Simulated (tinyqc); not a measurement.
# Tunnelling through a gate dielectric, WKB transmission and Tsu-Esaki current: effect of temperature

Electrons leave the emitter at x = 0. Energies E (motion across the layers) are in eV from the emitter Fermi level; the collector Fermi level lies at -V and offers states at every E. No charge in the dielectric and no image force: F1 = V/t1, U = phi1 - F1 x. With C = hbar^2/(2 m0), kappa = sqrt(m (U - E)/C) where U > E and 0 elsewhere; T(E) = exp(-S), S = 2 times the integral of kappa over x.

Each layer adds (2/F) sqrt(m/C) [G(u at its left edge) - G(u at its right edge)] to S, with u = U - E (0 where negative) and G(u) = (2/3) u^1.5. J = J0 times the integral of T(E) N(E) dE, N = ln[(1 + exp(-E/Vt))/(1 + exp((-E - V)/Vt))], J0 = q^2 me m0 kB T/(2 pi^2 hbar^3) (times 1e-4 for A/cm^2 per eV), from E = -Ef to far above the barrier (T = 1 there), by quadrature converged to the digits shown.

Inputs (values chosen for the exercise); dielectric values close to those of silicon dioxide: Fermi energy of the emitter above its band bottom Ef = 0.24 eV; emitter mass in the supply function me = 0.68 m0; barrier of layer 1 above the emitter Fermi level at zero bias phi1 = 3.24 eV; tunnelling mass of layer 1 m1 = 0.5 m0; thickness of layer 1 t1 = 1.7 nm; voltage across the dielectric V = 0.8 V.

Constants: q = 1.602176634e-19 C, kB = 1.380649e-23 J/K, hbar = 1.054571817e-34 J s, m0 = 9.1093837015e-31 kg, Vt = kB T/q, hbar^2/(2 m0) = 0.0380998212 eV nm^2. Results are converted to the units shown.

Effect of temperature:
```
T (K)	J (A/cm^2)	mean E of the current (eV)
50	0.1792	-0.1477
100	0.1801	-0.1469
200	0.1841	-0.1436
300	0.1909	-0.1383
400	0.2004	-0.1309
500	0.2129	-0.1217
600	0.2285	-0.1105
750	0.2583	-0.09031
```

Between 50 and 300 K the current changes by a factor of 1.07, and between 300 and 750 K by 1.35; the mean energy of the current rises from -0.148 to -0.0903 eV. The transmission grows by a factor e over d = 0.273 eV near E = 0, equal to kB T/q at 3170 K: far below that temperature the thermal tail adds little.

Program tinyqc, `OMP_NUM_THREADS=1 python tinyqc.py 2540171 2540172 out.jsonl`; Intel Xeon 2.30GHz, shared host, one thread, about 0.06 s.
